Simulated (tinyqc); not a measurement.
Hot carriers by balance equations with a heated Maxwellian: one step, computed by the program tinyqc.

The carriers follow a Maxwellian at an electron temperature T_e, slightly displaced; the drift energy is neglected against k_B T_e. The balance averages the rate, not the time, so mu_0 lies below the relaxation-time value.

Problem. Equilibrium values. Parabolic band: E = hbar^2 k^2/(2 m), speed v = hbar k/m, states per spin, volume and energy g(E) = m k/(2 pi^2 hbar^2). Masses are multiplied by m_0 and all formulas are in SI units. Phonon occupation N_q = 1/(exp(hbar w/(k_B T)) - 1). Acoustic deformation potential (elastic, equipartition, absorption and emission together): 1/tau = 2 pi k_B T D_A^2 g(E)/(hbar rho v_l^2). Optical or intervalley deformation potential: 1/tau = (pi Z_f D_o^2/(rho w)) [N_q g(E + hbar w) + (N_q + 1) g(E - hbar w)], with g = 0 below the band edge. Averages over the Maxwellian, <y> = int y x^(1/2) exp(-x) dx / int x^(1/2) exp(-x) dx with x = E/(k_B T_e), split at x_0 = hbar w/(k_B T_e): 64 Gauss-Legendre points in sqrt(x) below it and 128 in sqrt(x - x_0) above it, up to x = 32. Momentum balance: mu(T_e) = e/(m nu), nu = <x (sum of rates)>/<x>. Power lost per carrier: P(T_e) = hbar w <emission rate - absorption rate> + <(2 m v_l^2/(k_B T)) (E - 2 k_B T) acoustic rate>. Energy relaxation time at weak heating: tau_E = (3/2) k_B / (dP/dT_e), the derivative by a central difference of +/- 0.5 K at T_e = T.

Inputs (values chosen for the exercise, modelled on electrons in silicon):

| quantity | value | unit |
|---|---|---|
| effective mass m | 0.321 | m_0 |
| density rho | 2329 | kg/m^3 |
| sound velocity v_l | 8800 | m/s |
| acoustic deformation potential D_A | 9.2 | eV |
| phonon energy hbar w | 62.4 | meV |
| optical or intervalley deformation potential D_o | 4.3 | 1e8 eV/cm |
| final valleys Z_f | 5 | - |
| lattice temperature T | 250 | K |

Band: parabolic. Solver: Newton.

Constants: k_B = 8.617333262e-05 eV/K; k_B = 1.380649e-23 J/K; e = 1.602176634e-19 C; hbar = 1.054571817e-34 J s; m_0 = 9.1093837015e-31 kg; hbar = 6.582119569e-16 eV s.

Give: low-field mobility mu_0; energy relaxation time tau_E.

Solution.

low-field mobility mu_0 = 1779 cm^2/(V s)

energy relaxation time tau_E = 0.7519 ps

tau_E is 2.32 times the momentum relaxation time m mu_0/e: energy is lost more slowly than direction, which is why carriers heat.
